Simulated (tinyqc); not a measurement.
Changing the recess depth d: stress in a transistor channel from embedded alloy regions, liners and fins, by half-space elasticity. Computed by tinyqc, a small Python program. Command: `OMP_NUM_THREADS=1 python tinyqc.py 3008984 3008985 out.jsonl stressor sweep`. One thread of a shared host (Intel(R) Xeon(R) Processor @ 2.30GHz), about 0.04 s of CPU time with the checks.

Plane strain in an isotropic half-space, the same constants everywhere; x along the channel from its centre, y downwards from the free surface; stress is positive in tension.

Inputs (values chosen for the exercise, modelled on silicon):
```
quantity                                   value      unit
alloy fraction x                           0.019         -
lattice change per unit x, beta           -0.449         -
Young's modulus E                            167       GPa
Poisson ratio nu                            0.21         -
channel length L                             114        nm
length of each stressor S                    125        nm
depth of the field point y                     4        nm
longitudinal piezoresistance coefficient     -30  1e-11/Pa
vertical piezoresistance coefficient        55.6  1e-11/Pa
```

Stressor: Si(1-x)C(x) source and drain.

Method:
- Misfit e = beta x. A fully constrained inclusion holds the stress -p with p = E e/(1 - 2 nu); a blanket film would hold -E e/(1 - nu) in the plane.
- A line element dA of misfit at (a, c) in the half-space gives, with C = E e/(2 pi (1 - nu)), X = x - a, r1^2 = X^2 + (y - c)^2, r2^2 = X^2 + Y^2, Y = y + c: s_xx = -C dA {[X^2 - (y - c)^2]/r1^4 + 3 [X^2 - Y^2]/r2^4 + 4 y Y (Y^2 - 3 X^2)/r2^6}, s_yy = C dA {[X^2 - (y - c)^2]/r1^4 - [X^2 - Y^2]/r2^4 + 4 y Y (Y^2 - 3 X^2)/r2^6}. These are integrated over two rectangles, L/2 < |a| < L/2 + S, 0 < c < d (closed form in a, 200 Gauss-Legendre points in c).
- At x = y = 0 the integral is s_xx = -(4/pi) [E e/(1 - nu)] [arctan(2 d/L) - arctan(d/(L/2 + S))].
- d mu/mu = -(pi_L s_xx + pi_z s_yy) for the embedded regions alone; the stress across the width is left out.

One run for each value:
```
recess depth d (nm)  s_xx (MPa)  s_xx at the surface (MPa)  s_yy (MPa)  mobility change (%)
5.0                       134.8                      137.8      0.9253                3.992
8.3                       221.2                      227.4      1.4827                6.552
14.0                      363.3                      376.7      2.2844               10.772
23.0                      564.1                      592.0      3.0424               16.755
39.0                      837.8                      893.1      3.0694               24.963
65.0                     1077.1                     1166.1      1.8054               32.213
110.0                    1146.5                     1260.7      0.3394               34.377
180.0                     990.9                     1111.9     -0.2421               29.740
300.0                     703.0                      821.0     -0.3147               21.107
```

What does the table show, and why?

Over the rows, s_xx (MPa) goes from 135 through a maximum among these rows, 1150 at 110, to 703; s_xx at the surface (MPa) goes from 138 through a maximum among these rows, 1260 at 110, to 821; s_yy (MPa) goes from 0.925 through a maximum among these rows, 3.07 at 39.0, to -0.315. At the surface the maximum lies at d = sqrt((L/2)(L/2 + S)) = 102 nm: an element deeper than its horizontal distance has the opposite effect on the surface, by the sign of X^2 - c^2.

Caution (rows 23.0, 39.0, 65.0, 110, 180, 300): beyond a few hundred MPa bulk piezoresistance coefficients no longer describe an inversion layer well.

Extremes, crossings and ranges named in words are read from the listed rows.
